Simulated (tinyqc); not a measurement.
Mesh and choice of bands: charge neutrality level from zone-averaged pseudopotential bands.

Empirical pseudopotential on the fcc lattice, atoms at +/- tau, tau = a (1,1,1)/8, no spin-orbit coupling. H(G,G') = c (2 pi/a)^2 |k + G|^2 delta + VS(q) cos(q.tau) + i VA(q) sin(q.tau), q = G - G', c = hbar^2/2m0; k and G in units of 2 pi/a; VS at |q|^2 = 3, 8, 11 and VA at 3, 4, 11, in rydberg, zero elsewhere. At each k the basis holds all G with |k + G|^2 up to 16; energies are counted from the fourth level at Gamma.

Mesh: k = sum_i (n_i + 1/2)/N b_i, n_i = 0 ... N - 1, b = (-1,1,1), (1,-1,1), (1,1,-1); points with the same sorted |kx|, |ky|, |kz| after folding to the shortest k + G are joined, with their count as weight. Neutrality (branch-point) level: E_N = (1/2) mean over k of [E5 + (E3 + E4)/2], E_n the n-th level from below.

Constants: hbar^2/2m0 = 3.80998211 eV angstrom^2; Ry = 13.60569312 eV.

Inputs chosen for the exercise (out of a larger set: classic local form factors of the size used for InAs, without spin-orbit coupling; not measured data):
- a = 6.049 angstrom (lattice constant)
- VS = (-0.217, 0, 0.05) Ry (symmetric form factors)
- VA = (0.079, 0.049, 0.029) Ry (antisymmetric form factors)

E_N with E5 alone, and with (E5 + E6)/2 in its place.

Results:
```
N  joined points  E_N (eV)  E_N, two conduction bands (eV)
1              1    0.3775                          1.2360
2              2    0.5311                          1.1811
3              6    0.7069                          1.0690
4             10    0.6791                          1.0888
5             19    0.6918                          1.0813
```

For scale, the lowest gap of this set is 0.45 eV. Against N = 5 the errors are -314, -161, +15 and -13 meV for N = 1 to 4 (N = 1 is the L point alone). Taking the second conduction band in moves E_N by +0.39 eV, more than the mesh error at N = 2: the definition, not the mesh, limits the estimate. Local form factors place the indirect gaps only to a few tenths of an eV, and E_N moves with them.

Program tinyqc; command `OMP_NUM_THREADS=1 python tinyqc.py 1881014 1881015 out.jsonl`; about 0.08 s on one thread of a shared Intel(R) Xeon(R) Processor @ 2.30GHz.
